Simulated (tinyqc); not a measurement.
What a measurement delay does to the time exponent: bias-temperature instability from a Gaussian distribution of capture and emission barriers. Computed by tinyqc, a small Python program. Command: `OMP_NUM_THREADS=1 python tinyqc.py 3005806 3005807 out.jsonl bti walk`. One thread of a shared host (Intel(R) Xeon(R) Processor @ 2.30GHz), about 0.01 s of CPU time with the checks.

Each trap has a capture time tau_0 exp(E_c/(k_B T)) under stress and an emission time tau_0 exp(E_e/(k_B T)) after it. E_c is Gaussian, and E_e = E_c + d with d Gaussian and independent. A trap counts as filled once t_s exceeds its capture time and as emptied once t_r exceeds its emission time.

Inputs (values chosen for the exercise, for a model p-channel transistor):
```
quantity                                      value        unit
shift with all traps filled V_max               110          mV
mean capture barrier at zero field mu_c        1.57          eV
spread of capture barriers sigma_c             0.28          eV
lowering of mu_c per field k_F                0.042  eV/(MV/cm)
oxide field F                                   6.3       MV/cm
mean of E_e - E_c at the stress field, delta  -0.25          eV
spread of E_e - E_c, sigma_d                    0.3          eV
time constant tau_0                           3e-10           s
temperature T                                    60           C
stress time t_s                                  60           s
```

Constants: k_B = 8.617333262e-05 eV/K.

Method:
- Demarcation energies E_s = k_B T ln(t_s/tau_0), E_r = k_B T ln(t_r/tau_0); mean barrier mu = mu_c - k_F F; z = (E_s - mu)/sigma_c; Phi is the standard normal distribution.
- Temperatures in kelvin are T(C) + 273.15.
- Shift without recovery dV0 = V_max Phi(z); local time exponent n = d ln dV0/d ln t_s = (k_B T/sigma_c) exp(-z^2/2)/(sqrt(2 pi) Phi(z)); apparent activation energy n E_s.
- Remaining shift dV = V_max int_(-infinity)^(E_s) g(E_c) [1 - Phi((E_r - E_c - delta)/sigma_d)] dE_c, g the Gaussian density of E_c (Gauss-Legendre, 120 points over 7 sigma_c below E_s).
- Columns: no delay, and delays of 1 us, 1 ms and 1 s.

mean barrier mu = 1.3054 eV

Shift (mV):
```
t_s (s)   no delay    1 us    1 ms     1 s
1.00e+00     0.868   0.496   0.280   0.118
1.00e+01     1.618   1.042   0.640   0.296
1.00e+02     2.869   2.037   1.348   0.685
1.00e+03     4.844   3.720   2.632   1.460
1.00e+04     7.792   6.364   4.776   2.869
1.00e+05    11.957  10.241   8.086   5.222
1.00e+06    17.521  15.559  12.824   8.833
1.00e+07    24.556  22.401  19.130  13.942
```

What does the comparison show, and why?

Between 10 and 1000 s the apparent exponent is 0.238 without delay, 0.276 at 1 us, 0.307 at 1 ms and 0.346 at 1 s: a slow measurement loses more of a short stress than of a long one, which steepens the curve. Without delay the exponent falls from 0.270 to 0.147 over the table, so the growth is not a true power law. Caution: step-function filling and one Gaussian population are simplifications; real devices show several populations.
